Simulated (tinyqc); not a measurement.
Tight binding, honeycomb lattice, step by step. One step of it, computed by the program tinyqc.

Problem. Levels at k. Diagonalise the Hermitian matrix.

H(k) at k (eV):
```
                     A                    B
A             1.481529  -4.251017-2.009799i
B  -4.251017+2.009799i            -1.482969
```

Give: eigenvalues; weights |c|^2 of the basis functions.

Solution.

eigenvalues (eV): -4.9310  4.9295

weights |c|^2 of the basis functions:
```
   band 1  band 2
A  0.3497  0.6503
B  0.6503  0.3497
```
